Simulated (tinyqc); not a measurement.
Defects against doping: deep level with several charge states.

Energies from Ev. The defect has charge states +1, 0, -1 with weights 1, gm exp((EF - E1)/kT), exp((2 EF - E1 - E2)/kT); the shares are the weights over their sum. Boltzmann carriers: n = Nc exp((EF - Eg)/kT), p = Nv exp(-EF/kT). Neutrality: p - n + Nd + Nt <q> = 0.

Constants: kB = 8.617333262e-05 eV/K.

Inputs chosen for the exercise (gap and densities of states near those of Si at this temperature; not measured data): Eg = 1.127 eV (gap); Nc = 2.76e+19 1/cm^3 (conduction-band density of states); Nv = 1.14e+19 1/cm^3 (valence-band density of states); T = 300 K; E1 = 0.354 eV (level (+1/0) above Ev); E2 = 0.859 eV (level (0/-1) above Ev); gm = 2 (degeneracy of the middle state, the others 1); Nd = -1.9e+14 1/cm^3 (ionised shallow donors minus acceptors).

Nt takes the listed multiples of |Nd|; the resistivity uses mobilities of 1000 (electrons) and 300 (holes) cm^2/(V s), chosen for the exercise, and e = 1.602176634e-19 C.

Neutral state:
```
Nt/|Nd|  EF (eV)  n (1/cm^3)  p (1/cm^3)  rho (ohm cm)
0.01      0.2847    1.95e+05    1.88e+14           110
0.10      0.2868    2.12e+05    1.73e+14           120
0.30      0.2920    2.59e+05    1.42e+14           147
0.60      0.3012    3.69e+05    9.95e+13           209
0.90      0.3115    5.51e+05    6.67e+13           312
1.10      0.3184    7.19e+05    5.11e+13           407
1.50      0.3304    1.15e+06    3.20e+13           649
3.00      0.3564    3.13e+06    1.17e+13      1.77e+03
10.00     0.3933    1.30e+07    2.82e+12      7.39e+03
```

What does the comparison show, and why?

EF goes from 0.285 to 0.393 eV and the resistivity from 110 to 7.39e+03 ohm cm, with a largest value of 7.39e+03. The largest move of EF, +0.037 eV, comes between Nt/|Nd| = 3 and 10; the levels lie at 0.354 and 0.859 eV. A defect can take up to one carrier of either sign, so the doping can be cancelled no earlier than Nt = |Nd|, there only if EF lies well beyond the level that takes the carriers and otherwise at larger Nt (mean charge +0.10 in the last row).

(tinyqc, `OMP_NUM_THREADS=1 python tinyqc.py 1680876 1680877 out.jsonl`, Intel(R) Xeon(R) Processor @ 2.30GHz, 1 thread, shared host, about 0.01 s.)
